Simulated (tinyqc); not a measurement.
# Current of a Schottky diode by thermionic-emission-diffusion theory, and its read-back from I-V-T and C-V data, step by step

A worked calculation. Computed by tinyqc, a small Python program that keeps every step. Command: `OMP_NUM_THREADS=1 python tinyqc.py 3011305 3011306 out.jsonl schottky walk`. One thread of a shared host (Intel(R) Xeon(R) Processor @ 2.30GHz), about 0.01 s of CPU time with the checks. Intermediate numbers are printed to about 5 digits and carried at full precision; extremes and crossings named in words are read from the listed rows.

Full ionisation, no tunnelling, no recombination current. V is the voltage across the junction itself, forward positive.

Inputs (values chosen for the exercise, modelled on n-type GaN):
```
quantity                                     value           unit
Richardson constant A*                        26.8   A/(cm^2 K^2)
effective density of states at 300 K, N_c  2.3e+18         1/cm^3
permittivity eps                               9.7              -
mobility mu                                   1100     cm^2/(V s)
barrier without image force phi_0            0.957             eV
doping N                                   2.6e+17         1/cm^3
series resistance R_s                            2  milliohm cm^2
junction voltage V                            0.26              V
temperature T                                  423              K
```

Barrier: uniform.

Constants: k_B = 8.617333262e-05 eV/K; e = 1.602176634e-19 C; eps_0 = 8.8541878128e-12 F/m.

## Barrier at the given bias

N_c(T) = N_c (T/300 K)^(3/2); V_bi = phi_0 - (k_B T/e) ln(N_c(T)/N); surface field F = sqrt(2 e N (V_bi - V - k_B T/e)/(eps eps_0)); image lowering d_phi = sqrt(e F/(4 pi eps eps_0)); effective barrier phi = phi_0 - d_phi.

built-in voltage V_bi = 0.85875 V

surface field F = 233.55 kV/cm

image lowering = 58.882 meV

effective barrier phi = 0.89812 eV

## Current

Collection velocity v_R = A* T^2/(e N_c(T)); diffusion velocity v_D = mu F; J = e N_c(T) v_R/(1 + v_R/v_D) exp(-phi/k_B T) [exp(e V/k_B T) - 1]. Terminal voltage V + J R_s.

v_R = 7.7723e+06 cm/s

v_D = 2.5691e+08 cm/s

current density J = 0.11608 A/cm^2

terminal voltage = 0.26023 V

v_D/v_R = 33.1: emission over the barrier limits the current.

## Read-back from the I-V curve

Ideality n = (e/k_B T)/(d ln J/dV) by a central difference of +/- 1 mV; J_0 = J exp(-e V/(n k_B T)); apparent barrier phi_IV = k_B T ln(A* T^2/J_0); a C-V plot gives phi_CV = phi_0, the mean without lowering.

ideality factor n = 1.0270

extrapolated J_0 = 1.1184e-04 A/cm^2

apparent barrier phi_IV = 0.89239 eV

phi_CV - phi_IV = 64.612 meV

n exceeds 1 because forward bias lowers the field, which weakens the image lowering.

## Temperature series and Richardson plot

A least-squares line of ln(J_0/T^2) against 1/(k_B T) gives a barrier (minus the slope) and a Richardson constant (exp of the intercept).

At the same junction voltage:
```
T (K)  1/k_B T (1/eV)       n  J_0 (A/cm^2)  phi_IV (eV)  ln(J_0/T^2)
200            58.023  1.0242    3.9962e-17      0.89006      -48.355
250            46.418  1.0249    1.8746e-12      0.89047      -38.046
300            38.682  1.0256    2.6028e-09      0.89093      -31.174
350            33.156  1.0263    4.7861e-07      0.89145      -26.268
400            29.011  1.0269    2.4704e-05      0.89206      -22.591
450            25.788  1.0272    5.4389e-04      0.89281      -19.735
```

barrier from the Richardson plot = 0.88793 eV

Richardson constant from the plot = 23.767 A/(cm^2 K^2)

From 200 to 450 K n goes from 1.024 to 1.027 and phi_IV from 0.890 to 0.893 eV. The plot returns 0.888 eV against phi_0 = 0.957 and a constant 0.887 times the true A*.

## Forward curve with series resistance

Terminal voltage V + J R_s; apparent ideality from neighbouring rows, (e/k_B T) dV_terminal/d ln J.

Forward curve; the last column belongs to the interval up to the next row:
```
V (V)  J (A/cm^2)  terminal voltage (V)  apparent n
0.196  2.0912e-02                 0.196  1.0287e+00
0.273  1.6425e-01                 0.273  1.0591e+00
0.349  1.2437e+00                 0.351  1.2546e+00
0.425  9.3368e+00                 0.444  2.7102e+00
0.502  7.1150e+01                 0.644  1.3418e+01
0.578  5.1921e+02                 1.616  8.9678e+01
0.654  3.6837e+03                 8.021  6.1563e+02
0.731  2.5238e+04                51.207           -
```

The resistance takes over where J R_s exceeds k_B T/e, at J = 18.2 A/cm^2; the apparent ideality climbs from 1.03 to 616, so barrier and n must be read below that current. Rows where the resistance drops more than 1 V are formal, since self-heating is left out.

Checks made by the program: v_D = mu F against the drift-diffusion integral over the parabolic barrier, a ratio 2 y Dawson(y) with y^2 = (V_bi - V)/(k_B T/e) - 1 (relative difference 4e-02).
